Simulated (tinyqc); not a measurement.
# p-type polysilicon, carrier trapping at grain boundaries, step by step

Program tinyqc, `OMP_NUM_THREADS=1 python tinyqc.py 2830071 2830072 out.jsonl`; Intel Xeon 2.30GHz, shared host, one thread, about 0.01 s. Printed values are rounded.

One-dimensional grains of size Lg, uniform ionised doping N, monovalent traps Qt at each boundary at a depth Et below (for electrons) or above (for holes) the band edge there, abrupt depletion of width W on each side of a boundary, Boltzmann statistics. xi is the distance from the band edge at the grain centre to the Fermi level. Trapped charge Qt/(1 + exp((xi + VB - Et)/Vt)) = 2 N W, barrier VB = q N W^2/(2 eps0 eps_r).

Values chosen for this exercise; values of the order met in polycrystalline silicon:
- T = 300 K (temperature)
- eps_r = 11.7 (relative permittivity)
- NB = 2.65e19 cm^-3 (valence-band density of states at T)
- Lg = 17 nm (grain size)
- Qt = 1.2e12 cm^-2 (trap density of a grain boundary)
- Et = 0.37 eV (depth of the trap level from the majority band edge at the boundary)
- ms = 0.48 m0 (mass for thermionic emission)
- fe = 0.12 (correction factor of the emission rate)
- mug = 170 cm^2/(V s) (mobility inside the grains)
- N = 4.5e18 cm^-3 (doping)

Constants: q = 1.602176634e-19 C, kB = 1.380649e-23 J/K, m0 = 9.1093837015e-31 kg, Vt = kB T/q, eps0 = 8.8541878128e-14 F/cm where lengths are in cm. Results are converted to the units shown.

Range of the model: VB is below Vt, where abrupt depletion and thermionic emission are rough.

## Starting value

W = 0.8 nm.

W at the start = 0.8 nm

## Iteration 1: new W

Partly depleted grain, xi = Vt ln(NB/N): f = 1/(1 + exp((xi + VB - Et)/Vt)), g = Qt f - 2 N W, g' = -2 Qt f (1 - f) VB/(W Vt) - 2 N, W(new) = W - g/g'.

VB = 0.002227093 V
f = 0.9999961
g = 4.799953e11 cm^-2
g' = -9.000010e11 cm^-2/nm
W after iteration 1 = 1.333328 nm

## Iteration 2: new W

As before.

VB = 0.006186315 V
f = 0.9999954
g = -2.373360e5 cm^-2
g' = -9.000020e11 cm^-2/nm
W after iteration 2 = 1.333327 nm

## Course of the iteration

Stop when the step is below 1e-10 nm, or after 40 iterations.

Course of the iteration:

| iteration | W before the step (nm) | step (nm) |
|---|---|---|
| 1 | 0.8 | 0.533 |
| 2 | 1.333328 | -2.64e-7 |
| 3 | 1.333327 | 0 |

Converged in 3 iterations.

## Depletion width, Fermi level and barrier

If the trap equation with xi = Vt ln(NB/N) has a root W < Lg/2, the grain is partly depleted; otherwise W = Lg/2 and the trap equation gives xi = Et - VB + Vt ln(Qt/(N Lg) - 1). N* = Qt/Lg.

N* = 7.058824e17 cm^-3
W = 1.333327 nm
xi = 0.04583734 V
VB = 0.006186312 V
share of traps filled = 0.9999954

N is 6.37 N*, and the grain is partly depleted; VB = 0.239 Vt.

## Resistivity and effective mobility

n0 = NB exp(-xi/Vt); mean density n0 (1 - 2 W/Lg) by charge balance in a partly depleted grain, and n0 (sqrt(pi)/2) erf(u)/u with u = sqrt(VB/Vt) in a fully depleted one; v = sqrt(kB T/(2 pi ms m0)); barrier resistivity Vt exp(VB/Vt)/(q fe n0 v Lg); grain resistivity (1 - 2 W/Lg)/(q n0 mug); effective mobility 1/(q mean density total resistivity).

n0 = 4.5e18 cm^-3
mean density = 3.794121e18 cm^-3
v = 3.882820e6 cm/s
barrier resistivity = 0.05750682 ohm cm
grain resistivity = 6.879024e-3 ohm cm
resistivity = 0.06438584 ohm cm
effective mobility = 25.54983 cm^2/(V s)

The resistivity is 7.89 times that of a single crystal with the same N and mobility mug, and the mean density is 84.3 % of N.
